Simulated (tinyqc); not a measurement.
Read current of a NAND string, cells in series solved by shooting: course of the secant iteration.

Cells in series, numbered from 0 at the source line (0 V) to the bit line, each followed by a gap resistance Rg. A cell with gate Vg, threshold VT, source Vs and drain Vd passes I = 2 nf K Vt^2 [F(Vs) - F(Vd)]/(1 + th max(Vg - VT, 0)), F(V) = ln^2(1 + exp((Vg - VT - nf V)/(2 nf Vt))). The selected cell has Vg = Vr, the others Vg = Vp.

For a trial current I start at 0 V and, cell by cell (the selected one is cell 1), solve for the drain: sqrt(F(Vd)) = sqrt(F(Vs) - I/k), k = 2 nf K Vt^2/(1 + th max(Vg - VT, 0)), Vd = [Vg - VT - 2 nf Vt ln(exp(sqrt F) - 1)]/nf, then add I Rg.

Secant steps on the end voltage less Vbl, from the two trials; a trial above the saturation current of a cell has no solution and is moved halfway to the previous trial. Stop below 1e-9 V.

Parameters, values chosen for the exercise; values of the order met in vertical NAND strings:
- T = 300 K (temperature)
- K = 6.2 uA/V^2 (gain factor of a cell)
- nf = 2.1 (slope factor)
- th = 0.2 1/V (mobility reduction factor)
- Rg = 26 kohm (resistance of the gap between cells)
- Vbl = 0.3 V (bit-line voltage)
- Vp = 6.5 V (pass voltage)
- Vr = 2.14 V (read voltage on the selected word line)

Constants: q = 1.602176634e-19 C, kB = 1.380649e-23 J/K, Vt = kB T/q. Results are converted to the units shown.

thresholds from the source end, cell 0 to 4 (V): -0.8  0.7  3.1  3.1  -0.8
first trial current = 0.35 uA
second trial current = 0.44 uA

Course of the iteration:
```
iteration	I (uA)	end voltage - Vbl (V)	halvings
1	0.512158	1.45e-3	0
2	0.509877	-2.13e-5	0
3	0.509910	-1.03e-8	0
4	0.509910	7.26e-14	0
```

Did this iteration meet its convergence test, and what does its course show?

Yes. Converged in 4 iterations to I = 0.50991 uA. The selected cell takes 27.9 % of the bit-line voltage and the gaps together 22.1 %.

Computed by the program tinyqc: `OMP_NUM_THREADS=1 python tinyqc.py 2142006 2142007 out.jsonl`, one thread of a shared Intel Xeon 2.30GHz, about 0.6 s for the whole run.
